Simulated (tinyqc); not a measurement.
Strain along [001]: shallow donor in effective-mass theory, with valley-orbit splitting.

Basis: the 1s envelopes of the valleys +x, -x, +y, -y, +z, -z. Diagonal E0 - D0, element -D2 between opposite valleys and -D1 between perpendicular ones. Strain along [001] adds 2 Ds/3 to the z valleys and -Ds/3 to the others.

Parameters, chosen for this exercise (near those of a group-V donor in Si; shifted at random, so the results belong to these values and not to a real crystal):
- E0 = -29.6 meV (single-valley level)
- D0 = 2.5 meV (central-cell shift)
- D1 = 2.01 meV (coupling of perpendicular valleys)
- D2 = 0.93 meV (coupling of opposite valleys)

Ground level, gap to the next level, weight in the z valleys and contact density (sum of amplitudes)^2/6.

Results:
```
Ds (meV),ground (meV),gap (meV),z weight,contact density,ground less band edge (meV)
-120,-113.31,2.14,0.998,0.380,-33.31
-40,-60.57,2.74,0.977,0.483,-33.91
-15,-45.44,4.27,0.847,0.723,-35.44
-5,-41.58,7.08,0.543,0.955,-38.25
0,-41.07,9.90,0.333,1.000,-41.07
5,-41.46,8.63,0.189,0.973,-39.80
15,-43.62,7.45,0.071,0.885,-38.62
40,-51.11,6.60,0.016,0.779,-37.77
120,-77.31,6.14,0.002,0.709,-37.31
```

The scale is the A1-E splitting 6 D1 = 12.1 meV. The contact density is largest without strain and falls to 0.380 and 0.709 at the ends, towards 1/3 (two valleys) and 2/3 (four valleys). The binding below the lowest band edge drops from 41.1 meV to 33.3 meV when the two z valleys are lowest and to 37.3 meV when the four others are, since fewer valleys share the coupling.

Computed by tinyqc, a small Python program: `OMP_NUM_THREADS=1 python tinyqc.py 1281792 1281793 out.jsonl` (the numbers bound the seed that draws the inputs); one thread of a shared host (Intel(R) Xeon(R) Processor @ 2.30GHz), about 0.01 s for the whole set of steps.
